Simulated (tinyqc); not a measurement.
Single-band model of a thermoelectric material: one step, computed by the program tinyqc.

One spherical band, one scattering law, no minority carriers and no phonon drag. In a real material minority carriers limit |S| to about E_g/(2 e T), so larger values are formal. eta = E_F/(k_B T) is counted from the band edge; f = 1/(1 + exp(x - eta)).

Task: Coefficients. sigma = e mu_0 N_0 <s> with mu_0 = e tau_0/m = mu_300 (T/300 K)^(-p); |S| = (k_B/e)(<x s>/<s> - eta); Lorenz number L = (k_B/e)^2 (<x^2 s>/<s> - (<x s>/<s>)^2); kappa_e = L sigma T; zT = S^2 sigma T/(kappa_L + kappa_e). Hall factor r_H = <G^(3/2)> <G^(3/2 + 2r)/D^4>/<s>^2; drift mobility sigma/(n e) with n = N_0 <G^(3/2)>; power factor S^2 sigma.

Inputs (values chosen for the exercise, modelled on n-type Mg2Si):
```
quantity                              value        unit
mobility parameter mu_300               380  cm^2/(V s)
temperature exponent p                    2           -
lattice thermal conductivity kappa_L    3.8     W/(m K)
temperature T                           470           K
```

Band: parabolic. Scattering: acoustic phonons, r = -0.5.

N_0 = 3.108034e+19 1/cm^3

<s> = 0.1119145

<x s> = 0.2301694

reduced Fermi level eta = -2.133541

<x^2 s> = 0.7003383

<G^(3/2)> = 0.1512210

<G^(3/2 + 2r)/D^4> = 0.09692802

Constants: e = 1.602176634e-19 C; k_B = 8.617333262e-05 eV/K.

Give: conductivity sigma; Seebeck coefficient |S|; Lorenz number L; drift mobility; Hall factor r_H; power factor; kappa_e; zT.

Result:

conductivity sigma = 86.28 S/cm

Seebeck coefficient |S| = 361.1 microvolt/K

Lorenz number L = 1.506 1e-8 V^2/K^2

drift mobility = 114.6 cm^2/(V s)

Hall factor r_H = 1.170

power factor = 11.25 microwatt/(cm K^2)

kappa_e = 0.06107 W/(m K)

zT = 0.1369

L is 62 % of the degenerate value pi^2/3 (k_B/e)^2 = 2.443; the classical limit for this r is (r + 5/2)(k_B/e)^2 = 1.485. The charge carriers transport 2 % of the heat.
